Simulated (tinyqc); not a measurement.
## Lifetime from the low-frequency admittance

Inverse problem. At low frequency a p+-n diode with a base of width wb has C_diff/G = (tau/2)(1 - 2 x/sinh 2x), x = wb/sqrt(Dp tau). Find tau, x and the limit of C_diff/G for infinite lifetime, wb^2/(3 Dp).

Inputs (values chosen for the exercise): hole diffusion coefficient Dp = 9.8 cm^2/s; width of the neutral base wb = 0.83 um.

G = 13.922177 S/cm^2
C_diff = 0.0031471286 uF/cm^2

Solution. The ratio rises steadily with tau from tau/2 (long base) towards wb^2/(3 Dp) (short base), so one lifetime matches as long as the ratio is below that limit.

tau = 9.000e-9 s
x = 0.2795
limit of C_diff/G = 2.343e-10 s

tinyqc, about 0.01 s, one thread, Intel Xeon 2.30GHz (shared host): `OMP_NUM_THREADS=1 python tinyqc.py 2890170 2890171 out.jsonl`
